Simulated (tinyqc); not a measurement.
Pair of shallow donors (hydrogen-like orbitals), step by step. Values are carried at full precision from step to step, so a last printed digit may differ when a step is redone from the rounded ones.

Each donor has the orbital exp(-r/a); energy unit Ha* = q/(eps a), q = e^2/(4 pi eps0), so that a lone donor is bound by Ha*/2; x = R/a. One electron: S = (1 + x + x^2/3) exp(-x), j = 1/x - (1 + 1/x) exp(-2x), k = (1 + x) exp(-x); levels E(+/-) = -1/2 - (j +/- k)/(1 +/- S) in Ha*, without the repulsion of the ions, split by D = |E(-) - E(+)|. In six valleys the overlaps S and k are multiplied by v = [cos(K Rx) + cos(K Ry) + cos(K Rz)]/3, K = k0 (2 pi/a_lat), for isotropic envelopes and the symmetric valley state.

Constants: e^2/(4 pi eps0) = 14.39964547 eV angstrom; hbar = 6.58211957e-16 eV s.

Parameters, chosen for this exercise (near those of two donors in Si; shifted at random, so the results belong to these values and not to a real crystal): a = 16.1 angstrom (orbital radius); eps = 11.3 (dielectric constant); n = (19, 0, 0) a_lat (separation vector); a_lat = 5.431 angstrom (lattice constant); k0 = 0.855 2 pi/a_lat (valley position); dV = 1.1 D (detuning between the donors, in units of D).

## Distance and integrals

Give Ha*, R, x, S, j, k and v.

Ha* = 79.149 meV
R = 103.19 angstrom
x = 6.4093

S, j, k: 0.03474  0.15602  0.01220

v = 0.6771

## One electron on two donors

Give both levels, the splitting D = |E(-) - E(+)| and the tunnelling frequency D/(2 pi hbar).

E(+), E(-) (meV): -52.279  -51.552

D = 0.7269 meV
frequency = 175.8 GHz

The second ion deepens the mean level by 12.34 meV, against Ha*/x = 12.35 meV for a point charge. Without the valley factor D would be 1.07 meV; v is positive, so the even combination lies lower.

## Detuning by a gate

Two-level picture for one electron: with detuning u = dV D the splitting is sqrt(D^2 + u^2) and the lower state has weight (1 + u/sqrt(D^2 + u^2))/2 on the lower donor; the field needed is u/(e R), 1 meV/angstrom = 100 kV/cm.

splitting = 1.081 meV
weight = 0.870
field = 0.775 kV/cm

## Two electrons and exchange

Two electrons, Heitler-London: with S' = (1 - x + x^2/3) exp(x), C = 1/x - exp(-2x)(1/x + 11/8 + 3x/4 + x^2/6), X = (1/5){exp(-2x)(25/8 - 23x/4 - 3x^2 - x^3/3) + (6/x)[S^2 (0.5772157 + ln x) + S'^2 Ei(-4x) - 2 S S' Ei(-2x)]}, Q = C - 2j + 1/x and A = X - 2 S k + S^2/x, the singlet and triplet lie at (Q +/- w A)/(1 +/- w S^2) from two lone donors, with the valley weight w = v^2; the exchange is J = triplet - singlet.

Give C, X, Q, A and J.

C, X, Q, A (Ha*): 0.1560  0.0004291  -2.947e-05  -0.0002300

J = 16.7 micro-eV

A swap of the two spins takes pi hbar/J = 0.124 ns (hbar = 6.58212e-16 eV s). Against the one-electron splitting D = 0.727 meV, J/D = 0.023: exchange needs both electrons to tunnel and falls as exp(-2x), D as exp(-x).

## Checks

- Heitler-London binding at x = 1.6425 against the known 0.1160 hartree: both 0.1160.
- Overlap S by quadrature in spheroidal coordinates against the formula: both 0.03474.

Run: tinyqc, `OMP_NUM_THREADS=1 python tinyqc.py 1282135 1282136 out.jsonl`; Intel(R) Xeon(R) Processor @ 2.30GHz, one thread, shared host; about 0.01 s of CPU time with all checks.
